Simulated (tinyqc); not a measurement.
Length of a polyene: Hueckel, PPP and singles CI along the polyenes. Computed by the program tinyqc. Hueckel uses the same beta without repulsion; CIS keeps all single excitations and so misses the low, doubly excited 2Ag state. W is the valence ionisation energy of a centre, MN the Mataga-Nishimoto formula, f the oscillator strength.

All-trans chains of carbon centres 1.40 angstrom apart:

| parameter | value |
|---|---|
| beta (eV), times 1 +/- alternation | -2.120000 |
| alternation | 0.050000 |
| W (eV) | 11.160000 |
| gamma_rr (eV) | 10.760000 |
| repulsion formula | Ohno |

Gaps and excitations (eV):

| centres | Hueckel gap | PPP orbital gap | bright singlet (CIS) | f | lowest triplet (CIS) |
|---|---|---|---|---|---|
| 2 | 4.4520 | 11.8871 | 6.1144 | 0.5242 | 2.7896 |
| 4 | 2.8724 | 9.5191 | 4.8213 | 0.9824 | 1.9356 |
| 8 | 1.7452 | 7.6010 | 3.5398 | 1.7135 | 1.3117 |
| 10 | 1.4843 | 7.1354 | 3.1918 | 2.0188 | 1.1813 |
| 12 | 1.3033 | 6.8139 | 2.9416 | 2.2994 | 1.0980 |

Estimate the missing row, centres = 6.

Computed row:
```
centres  Hueckel gap  PPP orbital gap  bright singlet (CIS)       f  lowest triplet (CIS)
6             2.1525           8.3164                4.0444  1.3720                1.5304
```

The Hueckel gap tends to 4 x alternation x |beta| = 0.42 eV for long chains. Exchange opens the PPP orbital gap, and the attraction of electron and hole brings the bright state 3.87 eV below it at 12 centres; the triplet lies 1.84 eV lower still.
